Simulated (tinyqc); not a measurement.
What each parameter does: five-level k.p model folded onto the conduction band.

Second-order sums for the lowest conduction level at E: 1/m = 1 + Cm + (Ep/3)(2/E + 1/(E + Dso)) - (Ep2/3)(2/(E7 + D2 - E) + 1/(E7 - E)); g/2 = 1 + Cg - (Ep/3)(1/E - 1/(E + Dso)) - (Ep2/3)(1/(E7 - E) - 1/(E7 + D2 - E)). E is counted from the top of the valence band; E = Eg at the edge.

Values chosen for the exercise (near those of InP; not measured data): Eg = 1.421 eV (gap at Gamma to the s-like level); Dso = 0.108 eV (spin-orbit splitting); Ep = 20.5 eV (Kane energy); E7 = 4.62 eV (upper Gamma7 conduction level, from the valence top); D2 = 0.06 eV (its spin-orbit splitting, Gamma8 above Gamma7); Ep2 = 2.7 eV (Kane energy to the upper levels); Cm = -1.4 (remote term in 1/m); Cg = -0.02 (remote term in g/2).

Mass and g at E = Eg.

Results for these values:

| case | m (m0) | g |
|---|---|---|
| base | 0.07780 | 1.2703 |

What happens to each result for Eg = 1.563 eV, all else kept?

Answer: m rises from 0.07780 to 0.08650; g rises from 1.2703 to 1.3835.

The same for each parameter in turn:

| case | m (m0) | g |
|---|---|---|
| base | 0.07780 | 1.2703 |
| Eg = 1.563 eV | 0.08650 | 1.3835 |
| Dso = 0.119 eV | 0.07800 | 1.2065 |
| Ep = 22.55 eV | 0.07012 | 1.2024 |
| E7 = 4.158 eV | 0.07865 | 1.2666 |
| D2 = 0.054 eV | 0.07781 | 1.2713 |
| Ep2 = 2.43 eV | 0.07730 | 1.2713 |

Computed by tinyqc, a small Python program: `OMP_NUM_THREADS=1 python tinyqc.py 1050205 1050206 out.jsonl` (the numbers bound the seed that draws the inputs); one thread of a shared host (Intel(R) Xeon(R) Processor @ 2.30GHz), about 0.01 s for the whole set of steps.
